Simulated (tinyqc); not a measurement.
Inside a calculation. Model: an infinitely deep well in a field (quantum-confined Stark shift), Airy functions.

Program tinyqc, `OMP_NUM_THREADS=1 python tinyqc.py 2580011 2580012 out.jsonl`; Intel Xeon 2.30GHz, shared host, one thread, about 0.02 s. Printed values are rounded.

Hard walls at x = -L/2 and +L/2; between them U(x) = -F x (eV, zero at the centre). C = hbar^2/(2 m0), e = (C F^2/m1)^(1/3), z1 = (F L/2 - E)/e at the left wall and z2 = (-F L/2 - E)/e at the right wall. Levels are the roots of D(E) = Ai(z1) Bi(z2) - Ai(z2) Bi(z1).

Parameters, values chosen for the exercise:
```
symbol,value,unit,meaning
m1,0.54,m0,mass
L,19.2,nm,well width
F,0.00015,V/nm,field
n,1,,level sought
```

Constants: q = 1.602176634e-19 C, hbar = 1.054571817e-34 J s, m0 = 9.1093837015e-31 kg, hbar^2/(2 m0) = 0.0380998212 eV nm^2. Results are converted to the units shown.

## Level without field and second-order shift

E_n(0) = C (n pi/L)^2/m1; second-order shift m1 F^2 L^4 (1 - 15/(pi n)^2)/(48 C pi^2 n^2).

E_n(0) = 0.00188898 eV
second-order shift = -0.0475520 meV
F L/E_1(0) = 1.52464

## Step 1: secant step for the level

first trial energy = 0.0019 eV
second trial energy = 0.0018 eV

Secant step from the last two trial energies, E_a the older and E_b the newer: next = E_b - D(E_b) (E_b - E_a)/(D(E_b) - D(E_a)).

D(E_a) = 0.0121273
D(E_b) = -0.00900150
third trial energy = 0.00184260 eV

## Step 2: secant step for the level

As before.

D(E_a) = -0.00900150
D(E_b) = 2.04755e-4
fourth trial energy = 0.00184166 eV

## Course of the secant iteration

Stop when E changes by less than 1e-10 eV and the root is level n (n - 1 nodes between the walls). E_a and E_b start as the two trial energies.

Course of the iteration:
```
step      E (eV)  change (eV)
1     0.00184260      4.26e-5
2     0.00184166      9.48e-7
3     0.00184164      1.57e-8
4     0.00184164     5.96e-12
```

Converged in 4 steps to level 1.

## Stark shift

Exact shift E_n(F) - E_n(0), and the mean position <x> = -dE_n/dF. E_n(0) = C (n pi/L)^2/m1; second-order shift m1 F^2 L^4 (1 - 15/(pi n)^2)/(48 C pi^2 n^2).

E_n = 0.00184164 eV
shift = -0.0473364 meV
<x> = 0.62831 nm

The second-order estimate is 0.46 % above the exact shift in size.
